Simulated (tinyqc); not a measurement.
# Changing the width b

Model: ballistic transport through the one-dimensional subbands of a rectangular nanowire or nanosheet channel. Computed by tinyqc, a small Python program. Command: `OMP_NUM_THREADS=1 python tinyqc.py 3023568 3023569 out.jsonl wire sweep`. One thread of a shared host (Intel(R) Xeon(R) Processor @ 2.30GHz), about 0.08 s of CPU time with the checks.

Hard walls, parabolic subbands, transport along x. Energies are counted from the bulk conduction band edge at the top of the barrier, which the gate pulls down by U; the source Fermi level lies at the bulk edge when U = 0.

Inputs (values chosen for the exercise, modelled on silicon): light mass m_t = 0.19 m_0; heavy mass m_l = 0.915 m_0; height a = 4.7 nm; equivalent oxide thickness t = 2.2 nm; gate voltage above flat band V_G = 0.56 V; drain voltage V_D = 0.01 V; temperature T = 300 K; mean free path for back-scattering lambda = 120 nm; channel length L = 110 nm.

Valleys: silicon [100] wire.

Constants: hbar^2/(2 m_0) = 3.80998212 eV angstrom^2; k_B = 8.617333262e-05 eV/K; m_0 = 9.1093837015e-31 kg; k_B = 1.380649e-23 J/K; hbar = 1.054571817e-34 J s; eps_0 = 8.8541878128e-12 F/m; e = 1.602176634e-19 C; h = 6.62607015e-34 J s.

Method:
- E_pq = (hbar^2 pi^2/2)(p^2/(m_y b^2) + q^2/(m_z a^2)); valley pairs: (m_x, m_y, m_z) = (m_t, m_t, m_l), (m_t, m_l, m_t), (m_l, m_t, m_t), each with degeneracy g = 2; the 10 lowest subbands are kept.
- F_j(eta) = (1/Gamma(j + 1)) int_0^infinity x^j/(1 + exp(x - eta)) dx, F_0 = ln(1 + exp(eta)). Integrals over x = E/(k_B T) use 160 Gauss-Legendre points in u = sqrt(x) from 0 to sqrt(max(eta, 0) + 32).
- With degeneracy g = 2, eta_i = (U - E_i)/(k_B T) and u = e V_D/(k_B T): line density n = sum_i g sqrt(2 m_x k_B T/pi)/(2 hbar) [F_-1/2(eta_i) + F_-1/2(eta_i - u)]; gate: e n = C_ox (V_G - U/e), C_ox = 3.9 eps_0 2 (a + b)/t (flat-plate estimate); I = (2 e k_B T/h) sum_i g [F_0(eta_i) - F_0(eta_i - u)].
- Linear conductance G = (2 e^2/h) sum_i g f(eta_i), g = 2, f = 1/(1 + exp(-eta_i)), with the barrier frozen at the eta_i above; current per perimeter I/(2(a + b)); with scattering, transmission lambda/(lambda + L) and low-bias resistance (1 + L/lambda)/G.

One run for each value; columns: (1) width b (nm); (2) current per perimeter (microampere/micrometre); (3) ballistic current I (microampere); (4) open modes sum g f; (5) mean velocity I/(e n) (1e7 cm/s):
```
(1)      (2)     (3)     (4)      (5)
4.9   128.24  2.4622  3.5060  0.18492
6.6   128.62  2.9068  4.1411  0.17708
8.8   130.08  3.5123  5.0262  0.17463
12.0  133.92  4.4728  6.3914  0.17690
16.0  134.44  5.5660  7.9091  0.17634
```

Describe the trends.

Over the rows, current per perimeter (microampere/micrometre) rises from 128 to 134 (exponent d ln y / d ln x 0.0099 between the first rows and 0.014 between the last); ballistic current I (microampere) rises from 2.46 to 5.57 (exponent d ln y / d ln x 0.56 between the first rows and 0.76 between the last); open modes sum g f rises from 3.51 to 7.91 (exponent d ln y / d ln x 0.56 between the first rows and 0.74 between the last).  Left out: 21.0, 28.0, 38.0 (more than ten subbands are occupied).

Caution (rows 12.0, 16.0): the tenth subband is still occupied, so the truncation to ten understates charge and current.
